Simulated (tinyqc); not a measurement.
Surface segregation during layer-by-layer epitaxy: two-layer exchange kinetics and the shape of quantum wells and delta layers: one step, computed by the program tinyqc.

Atoms A and B exchange only between the growing layer and the one below it. B is supplied for N layers, then pure A follows.

Task: Exchange rates. p1 = nu exp(-E1/(k_B T)) (B up, A down), p2 = nu exp(-(E1 + E_s)/(k_B T)) (B down); time per layer tau = 1/G; K = p1/p2. Temperatures in kelvin are T(C) + 273.15. Dilute equilibrium share passed up per layer R_eq = K/(1 + K).

Inputs (values chosen for the exercise, close to those used for germanium in silicon):
```
quantity                     value      unit
barrier E1 for B to move up   1.64        eV
segregation energy E_s        0.24        eV
attempt frequency nu            10       THz
growth rate G                 0.22  layers/s
temperature T                  410         C
```

Constants: k_B = 8.617333262e-05 eV/K.

Give: p1; p2; p1 tau; K; R_eq.

Result:

p1 = 7.967 1/s

p2 = 0.1351 1/s

p1 tau = 36.21

K = 58.96

R_eq = 0.9833

Exchange is fast against growth: the two layers are near equilibrium.
